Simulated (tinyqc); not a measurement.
Deep-level transient spectroscopy: one step of the calculation.

Schottky contact on an n-type layer with shallow donors Nd (all ionised) and a donor-like deep trap, neutral when filled and positive when empty; depletion approximation. Traps within lam of the depletion edge stay filled. A long pulse to Vp fills the traps beyond x1 = Wp - lam; back at Vr those between x1 and x2 = Wr - lam emit. A rate window reads S = C(t2) - C(t1).

Question. Widths. lam = sqrt(2 eps0 eps_r (EF - ET)/(q Nd)), EF - ET = Et - (kB T/q) ln(Nc(T)/Nd), Nc(T) = Nc (T/300 K)^1.5. In the steady state at the band bending V, 2 eps0 eps_r V/q = Nd W^2 + Nt (W - lam)^2 (the second term only if W > lam). V = Vbi + Vr gives Wr and V = Vbi + Vp gives Wp; x1 = max(Wp - lam, 0).

Values chosen for this exercise; material values close to those of indium phosphide: relative permittivity eps_r = 12.7; conduction-band density of states at 300 K Nc = 5.81e17 cm^-3; shallow donor density Nd = 2.9e16 cm^-3; built-in voltage Vbi = 0.89 V; depth of the trap below the conduction edge Et = 0.35 eV; trap density Nt = 1.2e15 cm^-3; reverse bias Vr = 8.4 V; reverse bias during the filling pulse Vp = 0.4 V; temperature of the transient T = 235 K.

Constants: q = 1.602176634e-19 C, kB = 1.380649e-23 J/K, eps0 = 8.8541878128e-14 F/cm where lengths are in cm. Results are converted to the units shown.

Wanted: lam; Wr; Wp; x1; x2; G = (x2^2 - x1^2)/Wr^2.

Answer.

lam = 119.8 nm
Wr = 661.5 nm
Wp = 248.5 nm
x1 = 128.7 nm
x2 = 541.6 nm
G = (x2^2 - x1^2)/Wr^2 = 0.6326

Computed by the program tinyqc: `OMP_NUM_THREADS=1 python tinyqc.py 2050133 2050134 out.jsonl`, one thread of a shared Intel Xeon 2.30GHz, about 0.01 s for the whole run.
